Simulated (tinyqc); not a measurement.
Single-domain magnet: Stoner-Wohlfarth switching, Neel-Arrhenius retention, LLG dynamics and spin torque. Changing the drive I/I_c0. Computed by tinyqc, a small Python program. Command: `OMP_NUM_THREADS=1 python tinyqc.py 3026187 3026188 out.jsonl macro sweep`. One thread of a shared host (Intel(R) Xeon(R) Processor @ 2.30GHz), about 0.02 s of CPU time with the checks.

The moment is uniform, with unit vector m; z is the easy axis. mu_0 = 1.25663706212e-6 T m/A, gamma = 1.76085963023e11 rad/(s T).

Inputs (values chosen for the exercise, for a model magnet):
```
quantity                      value    unit
saturation magnetisation M_s   1170    kA/m
diameter d                       49      nm
thickness t                     1.3      nm
interface anisotropy K_i       1.51  mJ/m^2
bulk anisotropy K_u             5.5  kJ/m^3
exchange stiffness A             19    pJ/m
temperature T                   250       K
attempt frequency f0              1     GHz
waiting time t_w              1e-08       s
damping alpha                 0.046       -
spin-torque efficiency eta     0.72       -
```

Shape: thin disc, easy axis normal to it.

Constants: k_B = 1.380649e-23 J/K; e = 1.602176634e-19 C; hbar = 1.054571817e-34 J s.

Method:
- The disc is treated as an oblate spheroid with p = t/d: N_z = [1 - p arccos(p)/sqrt(1 - p^2)]/(1 - p^2); V = pi d^2 t/4; K_eff = K_u + K_i/t + K_shape, K_shape = -(mu_0 M_s^2/4)(3 N_z - 1); mu_0 H_K = 2 K_eff/M_s.
- Delta = K_eff V/(k_B T); tau = exp(Delta)/f0; probability of a flip within t_w: P = 1 - exp(-t_w/tau). Wall width parameter sqrt(A/K_eff); a two-domain state costs 4 sqrt(A K_eff) times the cross-section that the wall cuts (d t).
- For axial symmetry and a polariser along z: I_c0 = (4 e alpha/(hbar eta)) K_eff V; relaxation time tau_D = (1 + alpha^2)/(alpha gamma mu_0 H_K); thermal start angle theta_0 = 1/sqrt(2 Delta); switching time about tau_D ln(pi/(2 theta_0))/(I/I_c0 - 1); precession frequency gamma mu_0 H_K/(2 pi (1 + alpha^2)).
- The polar equation dm_z/dt = -(1 - m_z^2)(i - m_z)/tau_D, i = I/I_c0, integrates to t = tau_D [F(cos theta_0) - F(0)], F(z) = -ln(1 - z)/(2 (i - 1)) + ln(1 + z)/(2 (i + 1)) + ln(i - z)/(i^2 - 1), theta_0 = 1/sqrt(2 Delta).

One run for each value:
```
drive I/I_c0  time to m_z = 0 (ns)  switching time, estimate (ns)
1.1                         4.7244                         7.1957
1.5                         1.2479                         1.4391
2.0                         0.6752                         0.7196
3.4                         0.3002                         0.2998
4.4                         0.2155                         0.2116
5.8                         0.1546                         0.1499
7.6                         0.1134                         0.1090
10.0                        0.0837                         0.0800
```

Give the missing row, drive I/I_c0 = 2.6.

Computed row:
```
drive I/I_c0  time to m_z = 0 (ns)  switching time, estimate (ns)
2.6                         0.4389                         0.4497
```

Interpolating between the two neighbouring rows (the first column on a logarithmic scale, the others too where they are positive) misses most in switching time, estimate (ns), by 3.8 %. Over the rows, time to m_z = 0 (ns) falls from 4.72 to 0.0837 (exponent d ln y / d ln x -4.3 between the first rows and -1.1 between the last); switching time, estimate (ns) falls from 7.20 to 0.0800 (exponent d ln y / d ln x -5.2 between the first rows and -1.1 between the last). The estimate keeps the small-angle growth rate alpha (i - 1) all the way; near threshold the true rate rises as m_z falls, so the estimate is too long there. Within some 20 % of threshold thermal noise, left out here, sets the time.

Caution (all rows): a flat cylinder has a smaller N_z than the spheroid of the same t/d, so K_eff of a real disc is larger.
